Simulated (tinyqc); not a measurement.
What each value does: bond-orbital model of a tetrahedral semiconductor (Harrison's universal couplings).

Hybrid level eh = (es + 3 ep)/4; metallic energy V1 = (ep - es)/4 for each atom; covalent energy V2 = 3.22 hbar^2/(m d^2); polar energy V3 = (ehc - eha)/2; hbar^2/m = 2c, c = hbar^2/2m0. Polarity ap = V3/sqrt(V2^2 + V3^2), covalency ac = V2/sqrt(V2^2 + V3^2). p-p coupling at Gamma Exx = (4/3)(2.22 - 2 x 0.63) hbar^2/(m d^2) = 1.28 hbar^2/(m d^2), s-s coupling Ess = 4 x 1.32 hbar^2/(m d^2).

Constants: hbar^2/2m0 = 3.80998211 eV angstrom^2.

Values chosen for the exercise (near tabulated values for CdTe; the model gives trends, and its gaps can be far from the real ones; not measured data): esc = -7.3 eV (s level, cation); epc = -3.96 eV (p level, cation); esa = -18.87 eV (s level, anion); epa = -9.59 eV (p level, anion); d = 2.79 angstrom (bond length).

The bond-antibond splitting is 2 sqrt(V2^2 + V3^2). E0 is the upper root of [[esa, 5.28 u], [5.28 u, esc]] less the lower root of [[epa, 1.28 u], [1.28 u, epc]], u = hbar^2/(m d^2).

One parameter was then changed.

Results before and after:

| case | ap | bond-antibond splitting (eV) | Ev (eV) | E0 (eV) |
|---|---|---|---|---|
| base | 0.7485 | 9.506 | -9.856 | 4.529 |
| changed | 0.7600 | 9.362 | -9.839 | 4.392 |

Which of these changes was made? (a) d = 2.84 angstrom; (b) epc = -3.46 eV; (c) esc = -6.8 eV; (d) epa = -9.09 eV; (e) esa = -18.37 eV.

Answer: (a) d = 2.84 angstrom. Of the candidates, run in turn, only this one gives the changed row.

All candidates:

| case | ap | bond-antibond splitting (eV) | Ev (eV) | E0 (eV) |
|---|---|---|---|---|
| base | 0.7485 | 9.506 | -9.856 | 4.529 |
| esc = -6.8 eV | 0.7542 | 9.600 | -9.856 | 4.967 |
| epc = -3.46 eV | 0.7651 | 9.790 | -9.836 | 4.509 |
| esa = -18.37 eV | 0.7426 | 9.413 | -9.856 | 4.594 |
| epa = -9.09 eV | 0.7303 | 9.229 | -9.380 | 4.052 |
| d = 2.84 angstrom | 0.7600 | 9.362 | -9.839 | 4.392 |

(tinyqc, `OMP_NUM_THREADS=1 python tinyqc.py 1482548 1482549 out.jsonl`, Intel(R) Xeon(R) Processor @ 2.30GHz, 1 thread, shared host, about 0.01 s.)
